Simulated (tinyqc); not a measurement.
Changing the process temperature: rapid thermal processing of a wafer: radiative balance, ramp and cooling, pattern effects, pyrometer error and spike budget. Computed by tinyqc, a small Python program. Command: `OMP_NUM_THREADS=1 python tinyqc.py 3114327 3114328 out.jsonl rtp sweep`. One thread of a shared host (Intel(R) Xeon(R) Processor @ 2.30GHz), about 0.09 s of CPU time with the checks.

The wafer is opaque and uniform through its thickness unless said otherwise; temperatures in formulas are in kelvin (C + 273.15). sigma = 5.670374419e-12 W/(cm^2 K^4).

Inputs (values chosen for the exercise, modelled on a hot silicon wafer): wafer thickness d = 775 micrometre; heat capacity per volume C = 2.3 J/(cm^3 K); thermal conductivity k = 0.22 W/(cm K); emissivity eps of each face = 0.62; reflectivity of the chamber walls r = 0.32; gas heat-transfer coefficient h, both faces together = 2 mW/(cm^2 K); wall temperature T_w = 700 K; starting temperature = 500 C; ramp rate = 320 K/s; activation energy of the process E_a = 2 eV.

Constants: k_B = 8.617333262e-05 eV/K.

Method:
- Effective emissivity between parallel grey plates: eps_eff = 1/(1/eps + 1/(1 - r) - 1). Loss per area q(T) = 2 eps_eff sigma (T^4 - T_w^4) + h (T - T_w).
- Absorbed power during a ramp = q(T) + C d x ramp rate; thermal time constant tau = C d/(dq/dT), dq/dT = 8 eps_eff sigma T^3 + h; natural cooling rate q/(C d); front-to-back difference under one-sided heating at the end of the ramp = (absorbed power) d/(2 k).
- Cooling with the lamps off: C d dT/dt = -q(T), integrated adaptively (relative tolerance 1e-10).
- Spike anneal: linear ramp to the peak, then lamps off. Equivalent time at the peak = int exp(-(E_a/k_B)(1/T - 1/T_peak)) dt; estimate (k_B T^2/E_a)(1/ramp rate + 1/cooling rate). The ramp part uses 4000 trapezoid steps, the cooling part 4000 steps over 4 tau.
- Time within 50 K of the peak from the same curves.

One run for each value; columns: (1) process temperature (C); (2) holding power q (W/cm^2); (3) time constant tau (s); (4) natural cooling rate (K/s); (5) equivalent time, total (s):
```
(1)      (2)     (3)     (4)     (5)
620    2.543  10.178   14.27  3.0701
710    4.345   7.856   24.38  2.1200
800    6.659   6.166   37.36  1.6673
890    9.582   4.916   53.76  1.4020
980   13.223   3.975   74.18  1.2294
1070  17.695   3.255   99.27  1.1109
1160  23.122   2.697  129.72  1.0273
1250  29.636   2.258  166.26  0.9680
```

Over the rows, holding power q (W/cm^2) rises from 2.54 to 29.6; time constant tau (s) falls from 10.2 to 2.26; natural cooling rate (K/s) rises from 14.3 to 166.

Extremes, crossings and ranges named in words are read from the listed rows.
